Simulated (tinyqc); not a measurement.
Liquidus of a compound AB in a simple-solution melt, liquid-phase epitaxy and vapour pressures. Changing the saturation temperature T. Computed by tinyqc, a small Python program. Command: `OMP_NUM_THREADS=1 python tinyqc.py 3010060 3010061 out.jsonl liq35 sweep`. One thread of a shared host (Intel(R) Xeon(R) Processor @ 2.30GHz), about 0.02 s of CPU time with the checks.

x is the atom fraction of B in the melt. The melt is a simple solution: R T ln gamma_B = W (1 - x)^2, R T ln gamma_A = W x^2, W = a + b T. The solid AB is stoichiometric.

Inputs (values chosen for the exercise, for a model compound):
```
quantity                                   value       unit
melting point T_F                           1799          K
entropy of fusion S_F                         68  J/(mol K)
interaction a                               9.02     kJ/mol
interaction slope b                        -21.1  J/(mol K)
step dT                                       11          K
cooling rate c                               1.4      K/min
growth time t                                2.5        min
diffusivity in the melt D                4.8e-05     cm^2/s
molar volume of the melt V_L                12.7   cm^3/mol
lattice constant a0                        5.451   angstrom
melt depth w                                 5.9         mm
heat of evaporation of A                     238     kJ/mol
entropy of evaporation of A                  104  J/(mol K)
heat of evaporation of B as (1/2) B2        61.7     kJ/mol
entropy of evaporation of B as (1/2) B2       59  J/(mol K)
```

Growth programme: supercooling (step, then ramp).

Constants: R = 8.314462618 J/(mol K); N_A = 6.02214076e+23 1/mol; k_B = 8.617333262e-05 eV/K.

Method:
- Liquidus (Vieland): f(x) = R T ln[4 x (1 - x)] + 2 W (1/2 - x)^2 + S_F (T_F - T) = 0.
- Newton steps with f' = (1 - 2x)[R T/(x (1 - x)) - 2 W], from the dilute estimate x = (1/4) exp[-(S_F (T_F - T) + W/2)/(R T)]; stop below 1e-13; f under 1e-6 shown as 0.
- dx/dT = -(df/dT)/f', df/dT = R ln[4 x (1 - x)] + 2 b (1/2 - x)^2 - S_F, f' = (1 - 2x)[R T/(x (1 - x)) - 2 W]. Concentrations: C_L = x N_A/V_L in the melt, C_S = 4/a0^3 in the solid; m = dT/dC_L.
- Semi-infinite melt (Hsieh): step d = 2 dT sqrt(D t/pi)/(C_S m); ramp d = (4/3) c sqrt(D/pi) t^(3/2)/(C_S m); supercooling is their sum. A melt of depth w can give at most w (undercooling)/(C_S m).
- Over the A-rich liquidus: p_A = gamma_A (1 - x) exp(S_A/R - H_A/(R T)), p_B2 = [gamma_B x exp(S_B/R - H_B/(R T))]^2, in bar. Free evaporation is congruent while the A flux over this liquidus is at least the B flux; with A and B2 taken as equal in mass for the estimate, T_c solves p_A = 2 p_B2.

One run for each value; columns: (1) saturation temperature T (K); (2) solubility x; (3) thickness d (micrometre); (4) apparent heat of solution k_B T^2 d ln x/dT (eV); (5) log10 p_A; (6) log10 p_B2:
```
(1)         (2)    (3)    (4)     (5)     (6)
989   6.328e-04   0.24  1.313  -7.138  -8.001
1070  2.028e-03   0.66  1.309  -6.187  -6.564
1160  6.075e-03   1.67  1.296  -5.287  -5.201
1250  1.532e-02   3.54  1.269  -4.520  -4.028
1330  3.078e-02   6.07  1.226  -3.929  -3.111
1420  5.962e-02   9.77  1.161  -3.352  -2.187
1500  9.765e-02  13.62  1.103  -2.908  -1.437
1590  1.567e-01  18.74  1.063  -2.480  -0.646
1670  2.277e-01  25.37  1.092  -2.167   0.041
```

Describe and explain the trends.

Over the rows, solubility x rises from 6.33e-4 to 0.228 (exponent d ln y / d ln x 15 between the first rows and 7.6 between the last); thickness d (micrometre) rises from 0.242 to 25.4 (exponent d ln y / d ln x 13 between the first rows and 6.2 between the last); apparent heat of solution k_B T^2 d ln x/dT (eV) goes from 1.31 through a minimum among these rows, 1.06 at 1590, to 1.09. At fixed undercooling the thickness follows dx/dT, so hot melts grow fast and thin layers need cool ones.

Caution (rows 989): over so large an undercooling the liquidus slope is not constant.

Extremes, crossings and ranges named in words are read from the listed rows.
